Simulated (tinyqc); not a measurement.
Plane-wave Kohn-Sham cycle with exchange-only LDA in a layered model solid, step by step. One step of it, computed by the program tinyqc.

Task: Iteration 2: potential. V_H(G) = 4 pi rho(G)/G^2 for G != 0 (uniform background); v_x = -(3 rho/pi)^(1/3); V = V_ext + V_H + v_x; Fourier components f(G_m) = (1/N) sum_j f(x_j) exp(-i G_m x_j).

A solid whose potential varies along x alone (atomic units):
```
parameter                      value
period a                   13.000000
cross-section of the cell  33.000000
electrons per cell                 4
grid points                       16
plane waves -n..n, n               3
k points                           3
V1 in V1 cos(2 pi x/a)     -0.190000
V2 in V2 cos(4 pi x/a)      0.150000
```

density after iteration 1 (e/bohr^3): 0.00918985  0.00941610  0.00990451  0.01017174  0.00987088  0.00922261  0.00870676  0.00848559  0.00843792  0.00848559  0.00870676  0.00922261  0.00987088  0.01017174  0.00990451  0.00941610

Give: Potentials on the grid; V(G_m), m = 0, 1, 2, ....

Result:

Potentials on the grid (hartree):
```
x        V_ext     V_H     v_x       V
0.000   -0.040   0.024  -0.206  -0.222
0.812   -0.069   0.025  -0.208  -0.253
1.625   -0.134   0.024  -0.211  -0.322
2.438   -0.179   0.019  -0.213  -0.373
3.250   -0.150   0.007  -0.211  -0.354
4.062   -0.033  -0.009  -0.207  -0.249
4.875    0.134  -0.024  -0.203  -0.093
5.688    0.282  -0.035  -0.201   0.046
6.500    0.340  -0.038  -0.200   0.101
7.312    0.282  -0.035  -0.201   0.046
8.125    0.134  -0.024  -0.203  -0.093
8.938   -0.033  -0.009  -0.207  -0.249
9.750   -0.150   0.007  -0.211  -0.354
10.562  -0.179   0.019  -0.213  -0.373
11.375  -0.134   0.024  -0.211  -0.322
12.188  -0.069   0.025  -0.208  -0.253
```

V(G_m), m = 0, 1, 2, ... (hartree): -0.207  -0.081  0.073  0.000  0.000  0.000  0.000
